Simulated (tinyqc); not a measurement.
## Carrier lifetime of an n-type layer with SRH, radiative, Auger and surface recombination: lifetime against injection

Uniform excess density dn = dp (no trapping), n = n0 + dn, p = p0 + dn, Boltzmann statistics, full ionisation. Surfaces enter as a rate 2 S dn/d, which holds while diffusion to them is fast.

ni = sqrt(Nc Nv) exp(-Eg/(2 Vt)), Eg in volts; majority density N/2 + sqrt(N^2/4 + ni^2), n0 p0 = ni^2; n1 = Nc exp(-Et/Vt), p1 = Nv exp((Et - Eg)/Vt); tn0 = 1/(sn vth Nt), tp0 = 1/(sp vth Nt). With e = n p - ni^2 = dn (n0 + p0 + dn): U_SRH = e/(tp0 (n + n1) + tn0 (p + p1)), U_rad = B e, U_Aug = (Cn n + Cp p) e, U_s = 2 S dn/d. Each tau is dn over its rate; tau = dn/U with U the sum.

Inputs (values chosen for the exercise); band and dielectric values those of a made-up semiconductor:

| symbol | value | unit | meaning |
|---|---|---|---|
| T | 400 | K | temperature |
| Eg | 1.78 | eV | band gap |
| Nc | 1.32e18 | cm^-3 | conduction-band density of states at T |
| Nv | 2.57e19 | cm^-3 | valence-band density of states at T |
| B | 2.31e-10 | cm^3/s | radiative coefficient |
| N | 1.1e17 | cm^-3 | donor density |
| Cn | 1.5e-30 | cm^6/s | Auger coefficient (two electrons) |
| Cp | 2.1e-31 | cm^6/s | Auger coefficient (two holes) |
| Nt | 1.1e11 | cm^-3 | trap density |
| sn | 2e-15 | cm^2 | capture cross-section for electrons |
| sp | 6e-14 | cm^2 | capture cross-section for holes |
| vth | 1.3e7 | cm/s | thermal velocity (both carriers) |
| Et | 1.48 | eV | trap level below the conduction band |
| S | 700 | cm/s | surface recombination velocity (both faces) |
| d | 20 | um | sample thickness |

Constants: q = 1.602176634e-19 C, kB = 1.380649e-23 J/K, Vt = kB T/q. Results are converted to the units shown.

The same in every row: tau_s (s) = 1.429e-6.

Lifetime against injection:
```
dn (cm^-3)	tau_SRH (s)	tau_rad (s)	tau_Aug (s)	tau (s)	radiative share (%)	largest path
1e11	2.522e-5	3.935e-8	5.510e-5	3.821e-8	97.10	radiative
1e12	2.522e-5	3.935e-8	5.510e-5	3.821e-8	97.10	radiative
1e13	2.525e-5	3.935e-8	5.509e-5	3.821e-8	97.10	radiative
1e14	2.552e-5	3.932e-8	5.499e-5	3.818e-8	97.11	radiative
1e15	2.825e-5	3.900e-8	5.404e-5	3.789e-8	97.14	radiative
1e16	5.322e-5	3.608e-8	4.576e-5	3.514e-8	97.40	radiative
1e17	1.853e-4	2.061e-8	1.417e-5	2.029e-8	98.43	radiative
1e18	3.280e-4	3.900e-9	4.805e-7	3.858e-9	98.93	radiative
1e19	3.576e-4	4.282e-10	5.729e-9	3.983e-10	93.02	radiative
```

Read the table: what changes, and by how much?

Radiative recombination leads at dn = 1e11 and in all other rows. The total lifetime falls from 3.82e-8 to 3.98e-10 s. tau_SRH goes from 2.52e-5 s (low-injection limit 2.52e-5 s) to 3.58e-4 s (high-injection limit tn0 + tp0 = 3.61e-4 s). Between the last two rows tau_rad goes as dn^(-0.96) and tau_Aug as dn^(-1.92); the radiative share goes from 97.1 through a maximum of 98.9 (at dn = 1e18 among the rows listed) to 93.0 %. For dn = 1e18, 1e19 the carriers are degenerate, where B and the Auger coefficients no longer stay constant.

Program tinyqc, `OMP_NUM_THREADS=1 python tinyqc.py 2300038 2300039 out.jsonl`; Intel Xeon 2.30GHz, shared host, one thread, about 0.01 s.
